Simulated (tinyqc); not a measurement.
Temperature and isotope dependence of a band gap in oscillator models, step by step. Values are carried at full precision from step to step, so a last printed digit may differ when a step is redone from the rounded ones.

E(T) = E0 - sum_i sl_i th_i n_i(T), n = 1/(exp(th/T) - 1). The same coupling lowers the gap at 0 K by the zero-point term ZP = sum_i sl_i th_i/2, so the gap of the static lattice is E0 + ZP. Thermal expansion is taken as part of the slopes.

Values chosen for the exercise (near those of InP; the results hold for these values, not for the real material): E0 = 1.435 eV (gap at 0 K); th = (108, 346) K (temperatures of two oscillators); sl = (0.0598, 0.3142) meV/K (their high-temperature slopes); T = 77 K (temperature); M = 72.82 u (mean atomic mass); dM = 3.94 u (change of the mean mass (not bounded by the natural isotopes)); T12 = (260, 690) K (temperatures of the fits).

## The gap at T

Give the occupations, the two terms, the gap, ZP and the static gap.

n_i: 0.32618  0.01131

terms (meV): 2.107  1.229

E(T) = 1.4317 eV
ZP = 57.59 meV
static gap = 1.4926 eV

The thermal fall, 3.3 meV, is smaller than the zero-point term, 57.6 meV; the soft oscillator supplies 63 % of the fall but 6 % of ZP. A calculation with clamped ions should be compared with the static gap.

## Slope and asymptote

dE/dT = -sum sl_i (th_i/T)^2 n_i (1 + n_i). At high T, n -> T/th - 1/2, so E -> E0 + ZP - (sum sl_i) T. Give the slope, its ratio to the limit, and the value at 0 K of the tangent drawn at T.

dE/dT = -0.1234 meV/K
ratio to the limiting slope = 0.3301
intercept of the tangent = 1.4412 eV
intercept - E0 = 6.17 meV

The tangent recovers 11 % of ZP: the extrapolation works only from T well above the higher oscillator (346 K).

## Isotope effect

With M -> M + dM the oscillator temperatures scale as M^(-1/2) and the slopes stay. Give th, ZP, E0 (static gap fixed) and E(T) for the new mass, and the linear rule dE0 = ZP dM/(2 M).

th (K): 105.19  337.00

ZP = 56.088 meV
shift of E0 = 1.497 meV
linear rule = 1.558 meV
shift of E(T) = 1.332 meV

The heavier crystal has the wider gap. At 77 K 89 % of the shift at 0 K is left; it fades at high T, where the motion is classical and the mean-square amplitude no longer depends on mass.

## Two common fits

Two-parameter forms are made to pass through the falls at the two temperatures T12: Varshni aV T^2/(T + bV), from the line T^2/fall = (T + bV)/aV; one oscillator s1 t1/(exp(t1/T) - 1), with t1 from the ratio of the falls.

Give the falls and the parameters.

falls (meV): 51.5917  205.0823

aV = 0.4252 meV/K
bV = 297 K
t1 = 298.3 K
s1 = 0.3718 meV/K
ZP of the one-oscillator fit = 55.5 meV

The limiting slope of the model is 0.3740 meV/K; Varshni puts it +14 % off and one oscillator -1 %. The ZP of the fit differs from the true one by -2.1 meV.

## Checks

- Slope by finite differences against the formula (meV/K): both 0.12344.
- Fall at 20 times the higher oscillator temperature against the asymptote (meV): 2531.0 against 2530.5.

(tinyqc, `OMP_NUM_THREADS=1 python tinyqc.py 1850651 1850652 out.jsonl`, Intel(R) Xeon(R) Processor @ 2.30GHz, 1 thread, shared host, about 0.01 s.)
